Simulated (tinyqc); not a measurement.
Self-heating of a transistor with one or more fingers, with temperature-dependent conductivity: one step, computed by the program tinyqc. Command: `OMP_NUM_THREADS=1 python tinyqc.py 3001060 3001061 out.jsonl selfheat walk`. One thread of a shared host (Intel(R) Xeon(R) Processor @ 2.30GHz), about 0.05 s of CPU time with the checks.

N long parallel fingers lie on the top face of a slab whose bottom is held at T_0; the top is otherwise insulated, and heat flows in two dimensions. P in W/mm is 1000 P in W/m.

Task: Extra rise from ballistic phonons. Near a source smaller than the free path, Fourier's law overstates the flow. Rough estimate: a strip that emits phonons into a half space adds a resistance times area of 4 Lambda/(3 kappa_0), from the ballistic flux C v Delta T/4 with kappa_0 = C v Lambda/3, so Delta T_b = 4 Lambda P/(3 kappa_0 w); Knudsen number Lambda/w.

Inputs (values chosen for the exercise, modelled on gallium arsenide): conductivity at the base temperature kappa_0 = 47 W/(m K); power per gate width P = 0.88 W/mm; width of the heat source w = 1.1 micrometre; phonon free path Lambda = 44 nm.

Power: power rises with temperature.

largest theta = 75.37536 K

Give: Knudsen number; ballistic rise Delta T_b; Delta T_b / largest theta.

Result:

Knudsen number = 0.04

ballistic rise Delta T_b = 0.9986 K

Delta T_b / largest theta = 0.01325

By this estimate the ballistic term is at most a fifth of the Fourier rise.
